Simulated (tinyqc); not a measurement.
Worked calculation: cyclotron resonance of ellipsoidal valleys, Ge type. Values are carried at full precision from step to step, so a last printed digit may differ when a step is redone from the rounded ones.

Valleys along [111], [-111], [1-11], [11-1], mass ml along the axis and mt across it. B lies in the (1-10) plane, b = (sin(theta)/sqrt2, sin(theta)/sqrt2, cos(theta)). For the angle phi between B and the axis, 1/mc^2 = cos^2(phi)/mt^2 + sin^2(phi)/(mt ml). Resonance: h nu = 2 muB B/mc, h = 2 pi hbar.

Constants: hbar = 6.58211957e-16 eV s; muB = 5.788381798e-05 eV/T.

Parameters, chosen for this exercise (near those of Ge; the results hold for these values, not for the real material): theta = 53 degrees (angle of B from [001] towards [110]); ml = 1.595 m0 (longitudinal mass); mt = 0.079 m0 (transverse mass); nu = 9.4 GHz (microwave frequency); tau = 96 ps (scattering time).

## Angles to the valley axes

Give b and cos^2(phi) for each axis.

b: 0.5647  0.5647  0.6018

cos^2(phi): [111] 0.9991, [-111] 0.1207, [1-11] 0.1207, [11-1] 0.0928

## Cyclotron masses and resonance fields

For each axis, mc and B = h nu mc/(2 muB).

Resonances:

| axis | mc (m0) | B (T) |
|---|---|---|
| [111] | 0.0790 | 0.0265 |
| [-111] | 0.1949 | 0.0655 |
| [1-11] | 0.1949 | 0.0655 |
| [11-1] | 0.2129 | 0.0715 |

3 distinct masses appear; the limits are mt = 0.079 (B along the axis) and sqrt(ml mt) = 0.3550 (B across it).

## The same from the mass tensor

For the valley along [11-1]: M = mt 1 + (ml - mt) a a^T, and mc^2 = det M/(b M b).

M (m0), lower triangle:
```
         x        y       z
x   0.5843
y   0.5053   0.5843
z  -0.5053  -0.5053  0.5843
```

det M = 0.0099544
b M b = 0.2197
mc = 0.2129 m0

## Line shape

For linear polarisation and one isotropic mass the absorbed power goes as P = [1 + (w^2 + wc^2) tau^2]/([1 + (wc^2 - w^2) tau^2]^2 + 4 w^2 tau^2), w = 2 pi nu. List it for wc/w = 0, 0.5, 0.8, 0.9, 1, 1.1, 1.2, 1.5 and 2, which is B over the resonance field.

w tau = 5.670

Power:

| wc/w | P |
|---|---|
| 0.0 | 0.03017 |
| 0.5 | 0.06215 |
| 0.8 | 0.2235 |
| 0.9 | 0.3826 |
| 1.0 | 0.5039 |
| 1.1 | 0.3819 |
| 1.2 | 0.2219 |
| 1.5 | 0.05780 |
| 2.0 | 0.01681 |

The largest listed value lies at wc/w = 1.0, 16.7 times the zero-field value. With w tau well above 1 the line is sharp, of relative half width about 1/(w tau). The closest two lines of this crystal are 9.2 % apart, so they merge at this w tau.

## Checks

- Rotation frequency of dv/dt = -M^-1 (v x b) for the valley along [11-1], in units of e B/m0, against 1/mc: both 4.6977.

Computed by tinyqc, a small Python program: `OMP_NUM_THREADS=1 python tinyqc.py 1252789 1252790 out.jsonl` (the numbers bound the seed that draws the inputs); one thread of a shared host (Intel(R) Xeon(R) Processor @ 2.30GHz), about 0.01 s for the whole set of steps.
